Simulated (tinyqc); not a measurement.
The width of the window: equation-of-state fits to an energy-volume table made by a known binding curve. Computed by tinyqc, a small Python program. Command: `OMP_NUM_THREADS=1 python tinyqc.py 3007531 3007532 out.jsonl eosfit walk`. One thread of a shared host (Intel(R) Xeon(R) Processor @ 2.30GHz), about 0.01 s of CPU time with the checks.

With x = (V/V_0)^(1/3), the energy per atom is E = D [exp(-2 eta (x - 1)) - 2 exp(-eta (x - 1))], so that B0 = 2 D eta^2/(9 V_0) and B' = 1 + eta. B' = dB/dP at P = 0.

Inputs (values chosen for the exercise, for a model crystal):
```
quantity                                    value             unit
cohesive energy D                            5.62          eV/atom
true volume V_0                              17.9  angstrom^3/atom
stiffness eta                                3.02                -
shift of the window centre s             -0.00091                -
points N                                       11                -
compression V/V_0 for the pressure test      0.85                -
```

Binding curve: Morse. Noise: none.

Constants: 1 eV/angstrom^3 = 160.2176634 GPa.

Method:
- B0 and B' from the formulas above; P = -dE/dV at V = c V_0 (c the compression chosen), from the curve itself.
- Table: V_j = V_0 [1 + s + w (2 j/(N - 1) - 1)], j = 0..N-1, rounded to 0.001; E_j from the curve, rounded to 1e-7 eV.
- Murnaghan: E = E0 + (B0 V/B') [(V0/V)^B'/(B' - 1) + 1] - B0 V0/(B' - 1), P = (B0/B') [(V0/V)^B' - 1].
- Birch-Murnaghan: E = E0 + (9 V0 B0/16) [y^3 B' + y^2 (2 - 4 y)], y = (V0/V)^(2/3) - 1; P = (3 B0/2) (x^7 - x^5) [1 + (3/4)(B' - 4)(x^2 - 1)], x = (V0/V)^(1/3).
- Vinet: E = E0 + (9 B0 V0/h^2) {1 + [h (1 - x) - 1] exp(h (1 - x))}, P = 3 B0 (1 - x) x^-2 exp(h (1 - x)), x = (V/V0)^(1/3), h = (3/2)(B' - 1).
- All are least-squares fits to the energies; for polynomials in V, B0 = V E'' and B' = -1 - V E'''/E'' at the minimum.
- The table is made anew for each w.

exact B0 = 101.952 GPa

exact B' = 4.02

Errors (%):
```
w     B0, parabola  B0, cubic  B0, Murnaghan  B0, Birch-Murnaghan  B0, Vinet  B', Birch-Murnaghan
0.03         0.694      0.187         -0.039               -0.011      0.001               -0.054
0.05         1.123      0.523         -0.109               -0.028      0.005               -0.084
0.08         2.184      1.352         -0.276               -0.072      0.013               -0.164
0.12         4.384      3.087         -0.610               -0.160      0.030               -0.332
0.16         7.527      5.602         -1.060               -0.280      0.053               -0.565
0.22        14.200     11.040         -1.909               -0.514      0.100               -1.033
```

What follows from these numbers?

The Birch-Murnaghan error of B0 is smallest among these at w = 0.03 (0.011 % in size); it is 0.011 % at the narrowest and 0.514 % at the widest. This error comes from the form and grows with w. At the widest window the errors of B0 are +14.2 % for the parabola and +11.0 % for the cubic in V.

Extremes, crossings and ranges named in words are read from the listed rows.
